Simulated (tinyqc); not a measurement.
Raising U: Hubbard chain of 3 sites, mean field against exact. Computed by the program tinyqc. 

one-body matrix (hopping and site energies) (eV):
```
,1,2,3
1,0.0000,-0.7600,0.0000
2,-0.7600,0.0000,-0.7600
3,0.0000,-0.7600,0.0000
```

electrons, up and down: 2  1

Collinear unrestricted mean field (the lowest of 40 random starts) against exact diagonalisation.

Exact and mean-field results (eV):
```
U,U/t,E exact,E mean field,mean |n_up - n_down|,"double occupancy, exact",first gap in the sector
0.380,0.500,-1.92337,-1.91452,0.367,0.188,1.022
0.760,1.000,-1.72029,-1.68598,0.413,0.168,0.960
1.520,2.000,-1.38327,-1.26667,0.556,0.129,0.827
2.280,3.000,-1.12887,-0.94454,0.729,0.096,0.702
3.040,4.000,-0.93941,-0.73318,0.837,0.072,0.598
4.560,6.000,-0.68912,-0.49923,0.926,0.042,0.448
6.080,8.000,-0.53786,-0.37694,0.958,0.026,0.353
9.120,12.000,-0.36993,-0.25244,0.981,0.013,0.245
15.200,20.000,-0.22576,-0.15181,0.993,4.85e-03,0.150
```

In absolute terms mean field is worst at U/t = 4.0, 0.206 eV too high: at small U it is nearly exact, and at large U it misses only exchange-scale energies. Relative to the exact energy its error is 0.5 % at the smallest U, 33 % at most and 33 % at the largest. The double occupancy falls from 0.188 to 0.005; at the largest U the first gap is 0.99 times the exchange scale 4t^2/U.
